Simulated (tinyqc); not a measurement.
Absorption spectrum: gated graphene: carriers, quantum capacitance and optical conductivity.

Conductivity over sigma0 = e^2/(4 hbar): interband Re = sinh(E/2kT)/(cosh(mu/kT) + cosh(E/2kT)); intraband Re = (8 kT/pi) ln(2 cosh(mu/2kT)) Gm/(E^2 + Gm^2). A free sheet absorbs about pi alpha_f Re(sigma/sigma0), alpha_f the fine-structure constant (alpha among the constants).

Constants: kB = 8.617333262e-05 eV/K; fine-structure constant alpha = 0.007297352564.

Parameters, chosen for this exercise (out of a larger set: Fermi velocity near that of graphene, gate dielectric near SiO2; not measured data): T = 300 K; Gm = 2 meV (intraband damping).

mu = 0.23243 eV

Results:
```
E (eV)  interband  intraband  absorption (%)
0.046      0.0003     0.2792           0.641
0.093      0.0007     0.0684           0.158
0.163      0.0029     0.0223           0.058
0.232      0.0109     0.0110           0.050
0.325      0.0627     0.0056           0.157
0.395      0.2057     0.0038           0.480
0.465      0.5007     0.0027           1.154
0.535      0.7952     0.0021           1.828
0.604      0.9365     0.0016           2.151
0.744      0.9955     0.0011           2.285
0.930      0.9999     0.0007           2.294
1.395      1.0000     0.0003           2.293
```

The edge lies at 2|mu| = 0.465 eV and, for |mu| above about 3 kT (here 9.0), rises from 10 % to 90 % over about 8.8 kT = 0.227 eV. The absorption is lowest, 0.050 %, at 0.232 eV of those listed, between the Drude tail and the edge; at the last row it is 2.293 % against pi alpha_f = 2.293 %. The thin-sheet formula fails where the absorption is large, and trigonal warping matters above about 1.5 eV.

Program tinyqc; command `OMP_NUM_THREADS=1 python tinyqc.py 1650739 1650740 out.jsonl`; about 0.01 s on one thread of a shared Intel(R) Xeon(R) Processor @ 2.30GHz.
